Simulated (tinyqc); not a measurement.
Concentration-dependent dopant diffusion with charged defects and the built-in field: one step, computed by the program tinyqc.

A constant source C_s feeds a half space. The dopant moves through neutral point defects and through charged ones, whose number grows with the majority carrier density n.

Question. Diffusivity at the surface. n = C/2 + sqrt(C^2/4 + n_i^2); D(C) = h [Dx + D1 (n/n_i)], h = 1 + C/sqrt(C^2 + 4 n_i^2).

Inputs (values chosen for the exercise, modelled on antimony in silicon): surface concentration C_s = 2.1e+20 1/cm^3; temperature T = 1150 C.

Field enhancement: on.

n_i = 1.503713e+19 1/cm^3

partial diffusivities (cm^2/s): Dx 2.729370e-14, D1 6.220143e-14

intrinsic diffusivity D_i = 8.949514e-14 cm^2/s

Give: n/n_i; field factor h; surface diffusivity D_s; enhancement D_s/D_i.

Answer.

n/n_i = 14.04

field factor h = 1.990

surface diffusivity D_s = 1.792e-12 cm^2/s

enhancement D_s/D_i = 20.02

C_s is 14.0 times n_i: diffusion is extrinsic near the surface. At such a C_s dopants can cluster or exceed their solubility, which the model leaves out.
